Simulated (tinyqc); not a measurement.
Surface potential of a MOS transistor: implicit equation and explicit approximations: one step of the calculation.

p-type body, charge-sheet picture, depletion and inversion only, full ionisation (an idealisation for deep acceptors), Boltzmann statistics (rough once Na exp(x - xn) passes about Nc/7). In units of Vt: xg = (Vg - Vfb)/Vt, x = psi/Vt, G = gamma/sqrt(Vt), xn = (2 phiF + Vc)/Vt. The implicit equation is (xg - x)^2 = G^2 [x - 1 + exp(x - xn)] for x above about 3. Cox = eps0 eox/tox.

Question. Potential, charges and gate control. psi = Vt x; N_dep = Cox Vt G sqrt(x - 1)/q; N_inv = (Cox Vt G/q) [sqrt(x - 1 + exp(x - xn)) - sqrt(x - 1)]; dpsi/dVg = 1/[1 + G^2 (1 + exp(x - xn))/(2 (xg - x))].

Parameters, values chosen for the exercise; band and dielectric values close to those of silicon: temperature T = 350 K; relative permittivity of the gate insulator (close to zirconium oxide) eox = 24.8; insulator thickness tox = 4.2 nm; channel-body voltage Vc = 0 V.

Constants: q = 1.602176634e-19 C, kB = 1.380649e-23 J/K, Vt = kB T/q, eps0 = 8.8541878128e-14 F/cm where lengths are in cm. Results are converted to the units shown.

converged x = 20.663865
G = 0.72349841
xn = 29.914833
xg = 23.872152

Give: psi; N_dep; N_inv; dpsi/dVg.

Answer.

psi = 0.6232 V
N_dep = 3.158e12 cm^-2
N_inv = 7.709e6 cm^-2
dpsi/dVg = 0.9246

psi lies 9.3 Vt below 2 phiF + Vc.

tinyqc, about 0.01 s, one thread, Intel Xeon 2.30GHz (shared host): `OMP_NUM_THREADS=1 python tinyqc.py 2122015 2122016 out.jsonl`
